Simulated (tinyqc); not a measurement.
Inside a calculation. Method: RHF in the sto-3g basis, for H6, spin multiplicity 1. One step of it, computed by the program tinyqc.

Problem. Iteration 3: diagonalisation and new density. Diagonalise F' = X^T F X, C = X C', fill 3 alpha and 3 beta electrons from the bottom; D = 2 C_occ C_occ^T. Each column has its largest component positive (the first on a tie).

Fock matrix F (hartree), lower triangle:
```
           1H 1s      2H 1s      3H 1s      4H 1s      5H 1s      6H 1s
1H 1s  -0.365278
2H 1s  -0.600946  -0.441544
3H 1s  -0.194135  -0.388463  -0.451519
4H 1s  -0.045564  -0.194905  -0.617027  -0.451519
5H 1s  -0.003972  -0.032647  -0.194905  -0.388463  -0.441544
6H 1s  -0.005235  -0.003972  -0.045564  -0.194135  -0.600946  -0.365278
```

X, lower triangle:
```
           1H 1s      2H 1s      3H 1s      4H 1s      5H 1s     6H 1s
1H 1s   1.255497
2H 1s  -0.507383   1.394584
3H 1s   0.085619  -0.376054   1.412267
4H 1s  -0.023369   0.091808  -0.555899   1.412267
5H 1s   0.003978  -0.012029   0.091808  -0.376054   1.394584
6H 1s  -0.001249   0.003978  -0.023369   0.085619  -0.507383  1.255497
```

Give: F' = X^T F X; orbital energies; coefficients C; D after iteration 3.

Solution.

F' = X^T F X (hartree), lower triangle:
```
         1        2        3        4        5       6
1   0.0652
2  -0.6674   0.1604
3   0.0962  -0.4148   0.1787
4  -0.0119   0.1040  -0.7222   0.1787
5   0.0073  -0.0151   0.1040  -0.4148   0.1604
6  -0.0094   0.0073  -0.0119   0.0962  -0.6674  0.0652
```

orbital energies (hartree): MO1 -0.7311, MO2 -0.6065, MO3 -0.4335, MO4 0.4274, MO5 0.8222, MO6 1.3302

coefficients C:
```
          MO1      MO2      MO3      MO4      MO5      MO6
1H 1s  0.1761   0.3567  -0.4089   0.6831  -0.8468   0.5766
2H 1s  0.2537   0.3994  -0.2901  -0.4612   0.9871  -0.9259
3H 1s  0.3549   0.0901   0.4392  -0.6774  -0.3004   1.2591
4H 1s  0.3549  -0.0901   0.4392   0.6774  -0.3004  -1.2591
5H 1s  0.2537  -0.3994  -0.2901   0.4612   0.9871   0.9259
6H 1s  0.1761  -0.3567  -0.4089  -0.6831  -0.8468  -0.5766
```

D after iteration 3, lower triangle:
```
         1H 1s    2H 1s    3H 1s    4H 1s   5H 1s   6H 1s
1H 1s   0.6510
2H 1s   0.6115   0.6160
3H 1s  -0.1699  -0.0028   0.6538
4H 1s  -0.2985  -0.1467   0.6214   0.6538
5H 1s   0.0416  -0.0220  -0.1467  -0.0028  0.6160
6H 1s   0.1419   0.0416  -0.2985  -0.1699  0.6115  0.6510
```
